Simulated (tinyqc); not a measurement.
Inside a calculation. Method: Hubbard chain of 2 sites. One step of it, computed by the program tinyqc.

Task: The many-body Hamiltonian. Basis: all placements (u, d, 2, 0 on each site), up operators ordered before down ones; hops carry the sign of the same-spin electrons passed.

one-body matrix (hopping and site energies) (eV):
```
           1          2
1   0.000000  -0.520000
2  -0.520000   0.000000
```

U = 4.600000 eV

electrons, up and down: 1  1

Give: H.

Result:

H (eV):
```
         20       ud       du       02
20   4.6000  -0.5200  -0.5200   0.0000
ud  -0.5200   0.0000   0.0000  -0.5200
du  -0.5200   0.0000   0.0000  -0.5200
02   0.0000  -0.5200  -0.5200   4.6000
```
